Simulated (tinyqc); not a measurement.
Electron counts at which the sphere reaches the zone: Brillouin zone and empty-lattice bands of the diamond structure.

Primitive vectors a1 = a (0,1/2,1/2), a2 = a (1/2,0,1/2), a3 = a (1/2,1/2,0); atoms at 0 and (a1 + a2 + a3)/4. Reciprocal vectors obey a_i.b_j = 2 pi delta_ij; k is given in units of 2 pi/a. Empty-lattice levels are c0 (2 pi/a)^2 |k + G|^2, c0 = hbar^2/2m0. Points: X = (1, 0, 0), L = (0.5, 0.5, 0.5), K = (0.75, 0.75, 0), W = (1, 0.5, 0), U = (1, 0.25, 0.25).

Constants: hbar^2/2m0 = 3.80998211 eV angstrom^2.

Parameters, chosen for this exercise (out of a larger set: lattice near that of Ge; not measured data): a = 5.648 angstrom (lattice constant).

Z = V kF^3/(6 pi^2), V the volume of the primitive cell, with kF = |k| of each point.

Results:

| point | \|k\| (2 pi/a) | Z per atom | EF there (eV) |
|---|---|---|---|
| X | 1.0000 | 1.047 | 4.715 |
| L | 0.8660 | 0.680 | 3.536 |
| K | 1.0607 | 1.250 | 5.305 |
| W | 1.1180 | 1.464 | 5.894 |
| U | 1.0607 | 1.250 | 5.305 |

What does the comparison show?

The sphere first touches the zone at L, for Z = 0.680, and covers it at W, for Z = 1.464, while the zone itself holds 1 electron per atom. These counts do not depend on a.

Computed by tinyqc, a small Python program: `OMP_NUM_THREADS=1 python tinyqc.py 1850135 1850136 out.jsonl` (the numbers bound the seed that draws the inputs); one thread of a shared host (Intel(R) Xeon(R) Processor @ 2.30GHz), about 0.02 s for the whole set of steps.
